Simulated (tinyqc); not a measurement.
Exchange-only LDA atom on a uniform radial grid, spin-unpolarised, for Li+, step by step. Computed by tinyqc, a small Python program that keeps every step. Settings: Z = 3, points = 128, R = 5.4, functional = Slater exchange alone, mixing = 0.2, iteration cap = 75. Command: `OMP_NUM_THREADS=1 python tinyqc.py 25132 25133 out.jsonl` (the two numbers bound the seeds that draw the settings). One thread of a shared host (Intel(R) Xeon(R) Processor @ 2.60GHz), about 0.2 s of CPU time with the checks. Later iterations appear only in the table of the cycle.

## Iteration 1

Spherical atom on a uniform radial grid r_j = j h with h = R/(N + 1), h sum u^2 = 1 and integrals as h times sums, u(0) = u(R) = 0 (atomic units):
```
parameter           value
Z                       3
points N              128
R                5.400000
h                0.041860
mixing           0.200000
electrons in 1s         2
```

Three-point differences turn -u''/2 + [l(l+1)/2r^2 - Z/r + V] u = e u into a tridiagonal matrix (diagonal 1/h^2 + potential, off-diagonal -1/2h^2). D = sum f u^2; the Hartree potential y/r solves y'' = -D/r with y(0) = 0, y(R) = N_e; v_xc comes from rho = D/(4 pi r^2); E = sum f e - int D V + int D (V_H/2 + eps_xc); V(new) = V + mixing (V_H + v_xc - V).

eigenvalues (hartree): [-4.482397]

Every 8th grid point:
```
r             V in     u(1s)         D       V_H       v_xc
0.334884  0.000000  1.272715  3.239609  4.364823  -1.299637
0.669767  0.000000  0.934514  1.746631  2.823705  -0.666354
1.004651  0.000000  0.514637  0.529703  1.971288  -0.341655
1.339535  0.000000  0.251921  0.126928  1.490598  -0.175174
1.674419  0.000000  0.115611  0.026732  1.194126  -0.089816
2.009302  0.000000  0.050934  0.005188  0.995329  -0.046051
2.344186  0.000000  0.021816  0.000952  0.853169  -0.023611
2.679070  0.000000  0.009154  0.000168  0.746527  -0.012106
3.013953  0.000000  0.003781  0.000029  0.663580  -0.006207
3.348837  0.000000  0.001542  4.76e-06  0.597222  -0.003182
3.683721  0.000000  0.000623  7.76e-07  0.542929  -0.001632
4.018605  0.000000  0.000249  1.24e-07  0.497685  -0.000836
4.353488  0.000000  0.000099  1.96e-08  0.459402  -0.000428
4.688372  0.000000  0.000038  2.96e-09  0.426587  -0.000217
5.023256  0.000000  0.000014  3.67e-10  0.398148  -0.000103
5.358140  0.000000  1.26e-06         0  0.373264  -0.000020
```

total energy = -6.82471125 hartree

## Iteration 2

As before.

eigenvalues (hartree): [-3.950571]

Every 8th grid point:
```
r             V in     u(1s)         D       V_H       v_xc
0.334884  0.613037  1.251657  3.133290  4.292638  -1.285261
0.669767  0.431470  0.944073  1.782548  2.804540  -0.670890
1.004651  0.325927  0.539182  0.581434  1.967175  -0.352433
1.339535  0.263085  0.275150  0.151415  1.489804  -0.185784
1.674419  0.220862  0.132075  0.034888  1.193983  -0.098153
2.009302  0.189856  0.061008  0.007444  0.995304  -0.051939
2.344186  0.165912  0.027449  0.001507  0.853165  -0.027518
2.679070  0.146884  0.012116  0.000294  0.746526  -0.014594
3.013953  0.131475  0.005271  0.000056  0.663580  -0.007746
3.348837  0.118808  0.002267  0.000010  0.597222  -0.004114
3.683721  0.108260  0.000966  1.87e-06  0.542929  -0.002186
4.018605  0.099370  0.000408  3.33e-07  0.497685  -0.001162
4.353488  0.091795  0.000171  5.84e-08  0.459402  -0.000616
4.688372  0.085274  0.000070  9.80e-09  0.426587  -0.000324
5.023256  0.079609  0.000026  1.32e-09  0.398148  -0.000158
5.358140  0.074649  2.44e-06  1.19e-11  0.373264  -0.000032
```

total energy = -6.88073966 hartree

## Iteration 3

As before.

eigenvalues (hartree): [-3.538878]

Every 8th grid point:
```
r             V in     u(1s)         D       V_H       v_xc
0.334884  1.091905  1.233842  3.044733  4.231855  -1.273037
0.669767  0.771906  0.950520  1.806976  2.787418  -0.673941
1.004651  0.583690  0.558862  0.624653  1.963225  -0.360958
1.339535  0.471272  0.294887  0.173916  1.488979  -0.194565
1.674419  0.395856  0.146771  0.043084  1.193820  -0.105305
2.009302  0.340557  0.070441  0.009924  0.995273  -0.057163
2.344186  0.297859  0.032981  0.002175  0.853159  -0.031101
2.679070  0.263894  0.015168  0.000460  0.746525  -0.016952
3.013953  0.236347  0.006882  0.000095  0.663580  -0.009254
3.348837  0.213668  0.003089  0.000019  0.597222  -0.005057
3.683721  0.194756  0.001375  3.78e-06  0.542929  -0.002766
4.018605  0.178801  0.000607  7.37e-07  0.497685  -0.001514
4.353488  0.165193  0.000266  1.41e-07  0.459402  -0.000827
4.688372  0.153472  0.000113  2.57e-08  0.426587  -0.000446
5.023256  0.143285  0.000043  3.70e-09  0.398148  -0.000223
5.358140  0.134365  4.15e-06  3.45e-11  0.373264  -0.000045
```

total energy = -6.91706265 hartree

## Convergence

Stop when input and output potentials agree to 1e-7.

Course of the cycle (hartree):
```
iteration            E      e(1s)  largest |V(out) - V(in)|
1          -6.82471125  -4.482397                  3.66e+00
2          -6.88073966  -3.950571                  2.83e+00
3          -6.91706265  -3.538878                  2.18e+00
4          -6.94014692  -3.220011                  1.67e+00
5          -6.95455564  -2.972889                  1.28e+00
6          -6.96340719  -2.781243                  9.84e-01
7          -6.96877067  -2.632518                  7.55e-01
8          -6.97198314  -2.517019                  5.78e-01
9          -6.97388895  -2.427257                  4.43e-01
10         -6.97501089  -2.357445                  3.40e-01
11         -6.97566735  -2.303107                  2.61e-01
...                ...        ...                       ...
65         -6.97657600  -2.109196                  7.87e-07
66         -6.97657600  -2.109195                  6.28e-07
67         -6.97657600  -2.109195                  5.01e-07
68         -6.97657600  -2.109195                  4.00e-07
69         -6.97657600  -2.109195                  3.19e-07
70         -6.97657600  -2.109195                  2.54e-07
71         -6.97657600  -2.109195                  2.03e-07
72         -6.97657600  -2.109195                  1.62e-07
73         -6.97657600  -2.109195                  1.29e-07
74         -6.97657600  -2.109195                  1.03e-07
75         -6.97657600  -2.109195                  8.24e-08
```

Converged in 75 iterations. A uniform grid resolves the cusp poorly: for a bare nucleus this grid gives 1s at -4.48240 against -Z^2/2 = -4.5 hartree. Before convergence this energy mixes input and output and is not variational, so it may rise towards its limit.
